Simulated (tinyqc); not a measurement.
Worked calculation: Hueckel theory of the pi electrons, for the molecule O=c1cccccc1 (SMILES; centres numbered as the heavy atoms are written). Computed by tinyqc, a small Python program that keeps every step. Settings: charge = 0. Command: `OMP_NUM_THREADS=1 python tinyqc.py 26232 26233 out.jsonl` (the two numbers bound the seeds that draw the settings). One thread of a shared host (Intel(R) Xeon(R) Processor @ 2.60GHz), about 0.01 s of CPU time with the checks.

## The Hueckel matrix

Centres:
```
centre  z_r, pi electrons of the neutral centre         h
1O                                            1  1.000000
2C                                            1  0.000000
3C                                            1  0.000000
4C                                            1  0.000000
5C                                            1  0.000000
6C                                            1  0.000000
7C                                            1  0.000000
8C                                            1  0.000000
```

Bonds:
```
i  j         k
1  2  1.000000
2  3         1
3  4         1
4  5         1
5  6         1
6  7         1
7  8         1
8  2         1
```

H_rr = alpha + h_r beta, H_rs = k_rs beta for bonded centres.

Hueckel matrix in units of beta (H = alpha + beta A):
```
          1O        2C        3C        4C        5C        6C        7C        8C
1O  1.000000  1.000000  0.000000  0.000000  0.000000  0.000000  0.000000  0.000000
2C  1.000000  0.000000  1.000000  0.000000  0.000000  0.000000  0.000000  1.000000
3C  0.000000  1.000000  0.000000  1.000000  0.000000  0.000000  0.000000  0.000000
4C  0.000000  0.000000  1.000000  0.000000  1.000000  0.000000  0.000000  0.000000
5C  0.000000  0.000000  0.000000  1.000000  0.000000  1.000000  0.000000  0.000000
6C  0.000000  0.000000  0.000000  0.000000  1.000000  0.000000  1.000000  0.000000
7C  0.000000  0.000000  0.000000  0.000000  0.000000  1.000000  0.000000  1.000000
8C  0.000000  1.000000  0.000000  0.000000  0.000000  0.000000  1.000000  0.000000
```

## Orbitals

pi electrons, sum of z_r less the charge = 8

Diagonalise; E = alpha + x beta with beta < 0, so the largest x are filled first; degenerate levels share their electrons. P = sum n_i c_ri c_si; each orbital has its largest coefficient positive (the first on a tie).

x values: 2.198691  1.618034  1.246980  0.713538  -0.445042  -0.618034  -1.801938  -1.912229

occupations: 2.000000  2.000000  2.000000  2.000000  0.000000  0.000000  0.000000  0.000000

coefficients:
```
         MO1        MO2        MO3        MO4        MO5        MO6        MO7        MO8
1O  0.447536   0.491123   0.000000   0.652553   0.000000  -0.303531   0.000000  -0.201379
2C  0.536457   0.303531   0.000000  -0.186932   0.000000   0.491123   0.000000   0.586461
3C  0.365984   0.000000   0.417907  -0.392968   0.521121   0.000000   0.231921  -0.460035
4C  0.268229  -0.303531   0.521121  -0.093466  -0.231921  -0.491123  -0.417907   0.293231
5C  0.223768  -0.491123   0.231921   0.326276  -0.417907   0.303531   0.521121  -0.100689
6C  0.223768  -0.491123  -0.231921   0.326276   0.417907   0.303531  -0.521121  -0.100689
7C  0.268229  -0.303531  -0.521121  -0.093466   0.231921  -0.491123   0.417907   0.293231
8C  0.365984   0.000000  -0.417907  -0.392968  -0.521121   0.000000  -0.231921  -0.460035
```

charge and bond-order matrix P:
```
           1O         2C         3C         4C         5C         6C         7C         8C
1O   1.734631   0.534344  -0.185283  -0.180041   0.143709   0.143709  -0.180041  -0.185283
2C   0.534344   0.829721   0.539585   0.138467  -0.180041  -0.180041   0.138467   0.539585
3C  -0.185283   0.539585   0.926027   0.705352   0.101201  -0.286484  -0.165767   0.227444
4C  -0.180041   0.138467   0.705352   0.888761   0.598910   0.115476  -0.197507  -0.165767
5C   0.143709  -0.180041   0.101201   0.598910   0.903035   0.687887   0.115476  -0.286484
6C   0.143709  -0.180041  -0.286484   0.115476   0.687887   0.903035   0.598910   0.101201
7C  -0.180041   0.138467  -0.165767  -0.197507   0.115476   0.598910   0.888761   0.705352
8C  -0.185283   0.539585   0.227444  -0.165767  -0.286484   0.101201   0.705352   0.926027
```

## Energy, charges, bond orders

E = sum n x; q_r = z_r - P_rr; bond order p = P_rs; free valence = sqrt(3) - sum of p over the bonds of the atom.

pi energy = 8 alpha + this times beta = 11.554486

pi charges: 1O -0.734631, 2C 0.170279, 3C 0.073973, 4C 0.111239, 5C 0.096965, 6C 0.096965, 7C 0.111239, 8C 0.073973

Bond orders and lengths from R = 1.517 - 0.180 p (angstrom, C-C alone):
```
bond         p         R
1-2   0.534344         -
2-3   0.539585  1.419875
3-4   0.705352  1.390037
4-5   0.598910  1.409196
5-6   0.687887  1.393180
6-7   0.598910  1.409196
7-8   0.705352  1.390037
8-2   0.539585  1.419875
```

free valence of the carbons: 2C 0.118536, 3C 0.487113, 4C 0.427788, 5C 0.445254, 6C 0.445254, 7C 0.427788, 8C 0.487113

gap between the highest filled and the next level = 1.158580 |beta|
